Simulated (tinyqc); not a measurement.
What moves the results: six-band hole subbands of a thin body in a field. A value that a table varies takes the place of the one given here.

Basis X, Y, Z times spin, hole energies counted downwards from the unstrained edge (the hydrostatic shift is left out), c = hbar^2/2m0. For a symmetric tensor T let C(T) have C_XX = L Txx + M (Tyy + Tzz), C_XY = N Txy (cyclic), L = c (g1 + 4 g2), M = c (g1 - 2 g2), N = 6 c g3. k = q + kz n, n the unit normal, q = k1 u + k2 v with u along the channel [1-10] and v = n x u. H = C(k k^T) + (Dso/3)(1 - L.sigma) - B + e F z with (L_k)_ij = -i epsilon_kij; B is the block C built from the traceless strain with 2b, -b and sqrt(3) d in place of L, M, N. Strain: exx = eyy = (s11 + s12) sx/2, ezz = s12 sx, exy = -s44 sx/4. Hard walls at z = 0 and t; basis sin(j pi z/t), j = 1 to Nz: kz^2 = (j pi/t)^2, kz = -i D with D_jl = 4 j l/(t (j^2 - l^2)), z_jj = t/2 and z_jl = -8 t j l/(pi (j^2 - l^2))^2 for j + l odd; 1 MV/cm = 0.01 eV/angstrom.

Nz = 14. E1 is the top subband at q = 0, gap the distance to the next pair, and the masses are c q^2/(E(q) - E1) at |q| = 0.02 1/angstrom (mean of the spin pair) along the channel [1-10] and across it in the plane; a dash marks a band that does not rise.

Constants: hbar^2/2m0 = 3.80998211 eV angstrom^2.

Parameters, chosen for this exercise (near those of a p-type Si channel; shifted at random, so the results belong to these values and not to a real crystal): g1 = 4.3 (Luttinger gamma1); g2 = 0.34 (gamma2); g3 = 1.45 (gamma3); Dso = 0.043 eV (spin-orbit splitting); b = -2.06 eV (tetragonal potential); d = -4.87 eV (trigonal potential); S = (7.65, -2.18, 12.51) 1/TPa (compliances s11, s12, s44); face = 110 (surface); t = 55 angstrom (body thickness); F = 0.5 MV/cm (field across the body); sx = 1 GPa (stress along the channel [1-10], negative in compression).

## Stress along the channel

Each row has its own sx.

Results:
```
sx (GPa)  E1 (meV)  gap (meV)  m channel  m across
-3.0         -25.4       53.0      0.113     0.276
-2.0          11.0       52.9      0.114     0.276
-1.0          47.2       52.8      0.114     0.277
-0.5          65.3       52.7      0.115     0.277
0.0           83.3       52.4      0.115     0.277
0.5          101.1       50.7      0.116     0.277
1.0          118.4       37.4      0.120     0.278
```

Under 2 GPa of compression the channel mass goes from 0.115 to 0.114 m0, the mass across from 0.277 to 0.276; the gap to the next subband is 53, 52 and 37 meV at -2, 0 and +1 GPa. The lightest channel mass of the table, 0.113 m0, is at -3.0 GPa. Compression changes the channel mass little here, since confinement on this face has already singled out the orbital that the stress favours.

## Surface orientation and number of bands

Three faces, six bands; and four bands, with Dso set to 1000 eV.

Results:
```
case           E1 (meV)  gap (meV)  m channel  m across
(001) 6 bands     156.3       29.6      2.934     0.208
(001) 4 bands     160.9       30.4      1.789     0.182
(110) 6 bands     118.4       37.4      0.120     0.278
(110) 4 bands     140.6       60.3      0.161     0.300
(111) 6 bands     110.7       60.2      0.596     0.156
(111) 4 bands     125.7       81.5      0.219     0.175
```

With six bands the top subband is shallowest on (111) (110.7 meV) and deepest on (001). Without the stress E1 would be 165.4, 83.3 and 119.5 meV, so the stress moves it by -9.2, 35.1 and -8.7 meV. The lightest channel mass is on (110) (0.120 m0). Dropping the split-off band moves E1 by 4.6, 22.2 and 14.9 meV and the gap by 0.8, 23.0 and 21.3 meV on the three faces, with Dso = 43 meV.

## What each parameter does

Six bands. Each row changes one parameter from the base and keeps the others.

Results:
```
case             E1 (meV)  gap (meV)  m channel (m0)  m across (m0)
base                118.4       37.4           0.120          0.278
t = 45 angstrom     118.6       42.5           0.119          0.277
F = 0.8 MV/cm       145.6       65.1           0.116          0.277
sx = 0.5 GPa        101.1       50.7           0.116          0.277
g3 = 1.35           134.3       26.1           0.136          0.276
g2 = 0.39           121.7       33.9           0.123          0.285
Dso = 0.065 eV      122.2       37.7           0.124          0.280
d = -3.9 eV         113.4       41.3           0.119          0.278
```

The largest shifts from the base row, up to three for each result and ties (the steps differ in size, so this ranks the rows, not the parameters). E1 (meV): F +27.2, sx -17.3, g3 +15.9. gap (meV): F +27.8, sx +13.4, g3 -11.3. m channel (m0): g3 +0.016, Dso +0.004, sx -0.003, F -0.003, g2 +0.003. m across (m0): g2 +0.007, Dso +0.002, g3 -0.002; unchanged at the printed digits by d.

Run: tinyqc, `OMP_NUM_THREADS=1 python tinyqc.py 1280424 1280425 out.jsonl`; Intel(R) Xeon(R) Processor @ 2.30GHz, one thread, shared host; about 0.4 s of CPU time with all checks.
